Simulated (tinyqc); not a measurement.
Thermal displacements in the Debye model: Debye-Waller factors, bond-length spread and the Lindemann rule: one step, computed by the program tinyqc. Command: `OMP_NUM_THREADS=1 python tinyqc.py 3020787 3020788 out.jsonl debyewaller walk`. One thread of a shared host (Intel(R) Xeon(R) Processor @ 2.30GHz), about 0.01 s of CPU time with the checks.

A Debye spectrum with three branches of one velocity, cut at k_B Theta; 8 atoms per cube, nearest neighbours at d = 0.433013 a.

Question. Spread of the bond length. Correlated Debye model: sigma^2 = (3 hbar^2/(M k_B Theta)) int_0^1 s coth(s Theta/(2T)) [1 - sin(s q_D R)/(s q_D R)] ds for two atoms at distance R, q_D = (6 pi^2 n)^(1/3), n atoms per volume; uncorrelated motion would give 2 <u_x^2>. An EXAFS amplitude is damped by exp(-2 k^2 sigma^2).

Inputs (values chosen for the exercise, modelled on silicon):

| quantity | value | unit |
|---|---|---|
| atomic mass M | 28.09 | u |
| Debye temperature Theta | 527 | K |
| lattice constant a | 5.431 | angstrom |
| temperature T | 295 | K |
| photoelectron wave number k | 12 | 1/angstrom |

Structure: diamond.

<u_x^2> = 0.005975936 angstrom^2

Constants: hbar^2/u = 4.18015928e-03 eV angstrom^2; k_B = 8.617333262e-05 eV/K.

Give: sigma^2 of the nearest bond; correlation 1 - sigma^2/(2 <u_x^2>); EXAFS damping.

Answer.

sigma^2 of the nearest bond = 0.0057124 angstrom^2

correlation 1 - sigma^2/(2 <u_x^2>) = 0.52205

EXAFS damping = 0.19298

Neighbours move partly together, which removes 52 % of the uncorrelated spread. Caution: in covalent crystals the stiff bond makes the true nearest-neighbour sigma^2 smaller than this model gives.
